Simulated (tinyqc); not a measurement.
What moves the results: localisation in a chain with random site energies (transfer matrices). A value that a table varies takes the place of the one given here.

Hopping -t; leads with site energy 0, E = -2t cos(ka). psi_(j+1) = ((e_j - E)/t) psi_j - psi_(j-1), a product of matrices M_j = [[(e_j - E)/t, -1], [1, 0]]. For M = M_N ... M_1 the transmission is T = 4 sin^2(ka)/|M21 - M12 + M22 exp(ika) - M11 exp(-ika)|^2. Long samples draw e_j = W (x_j/2147483647 - 1/2) from x_j = 16807 x_(j-1) mod 2147483647, starting at x0. The localisation length xi, in sites, is defined by ln T = -2N/xi on average; weak disorder gives xi = 24 (4t^2 - E^2)/W^2, and the mean free path for backscattering is xi/2.

Numerical xi = N/ln sqrt(psi_(N+1)^2 + psi_N^2) for N = 20000 sites from psi_1 = 1, psi_0 = 0; its statistical error is about xi sqrt(xi/N).

Parameters, chosen for this exercise: t = 1.01 eV (hopping); E = -0.51 eV (energy); x0 = 7963 (start of the number sequence); W = 2.71 eV (full width of the disorder).

## Localisation length against disorder

The same number sequence scaled by W.

xi (sites):
```
W/t   W (eV)  numerical  error  weak disorder  strong: 1/(ln(W/2t) - 1)
1.0    1.010     84.960  5.537         89.881                         -
1.5    1.515     40.561  1.827         39.947                         -
2.0    2.020     22.605  0.760         22.470                         -
3.0    3.030     10.473  0.240          9.987                         -
4.0    4.040      5.825  0.099          5.618                         -
6.0    6.060      2.850  0.034          2.497                         -
10.0  10.100      1.404  0.012          0.899                     1.641
16.0  16.160      0.891  0.006          0.351                     0.926
```

At W = t the numerical value is 85.0 +/- 5.5 against 89.9, and at 2t 22.61 +/- 0.76 against 22.47. The weak-disorder formula is within 15 % for W/t = 1, 1.5, 2, 3, 4 and 6; at W = 16t it gives 0.35 and the strong-disorder form 0.93, against 0.89. All states of the chain are localised; disorder only sets the length.

## From ballistic to localised

200 samples of each length, cut one after another from the start of the sequence. Typical T = exp(mean ln T). Ohmic: 1/(1 + 2N/xi); localised: exp(-2N/xi), both with the weak-disorder xi.

Transmission:
```
N    mean T  typical T  spread of ln T   ohmic  localised
2     0.758      0.730           0.295   0.757      0.726
5     0.548      0.452           0.723   0.555      0.449
10    0.311      0.174           1.259   0.384      0.201
20    0.162     0.0436           1.952   0.238     0.0406
40   0.0490    0.00242           3.073   0.135    0.00165
80  0.00754   5.10e-06           4.460  0.0724   2.72e-06
```

With xi = 12.5 sites, mean and typical T are 0.548 and 0.452 at N = 5, and 0.00754 and 5.10e-06 at N = 80, where ln T scatters by 4.5. The slope of ln(typical T) between 40 and 80 sites gives xi = 13.0, uncertain by about 6 % from the scatter of 200 samples. At N = 80 the ohmic law gives 1.42e+04 times the typical value: a single channel has no ohmic range beyond a mean free path, and the mean is carried by rare resonant samples.

## What each parameter does

Numerical and weak-disorder xi. Each row changes one parameter from the base and keeps the others.

Results:
```
case          numerical xi (sites)  weak-disorder xi (sites)
base                         13.01                     12.48
t = 1.161 eV                 17.21                     16.77
E = -0.36 eV                 13.08                     12.91
W = 3.252 eV                  9.04                      8.67
x0 = 7964                    12.23                     12.48
```

The largest shifts from the base row, up to three for each result and ties (the steps differ in size, so this ranks the rows, not the parameters). numerical xi (sites): t +4.20, W -3.97, x0 -0.78. weak-disorder xi (sites): t +4.29, W -3.81, E +0.43; unchanged at the printed digits by x0. A new x0 is another sample of the same disorder; its shift is one draw of the statistical scatter, about xi sqrt(xi/N); the other rows share one sample, so their errors are correlated.

Program tinyqc; command `OMP_NUM_THREADS=1 python tinyqc.py 1452137 1452138 out.jsonl`; about 0.1 s on one thread of a shared Intel(R) Xeon(R) Processor @ 2.30GHz.
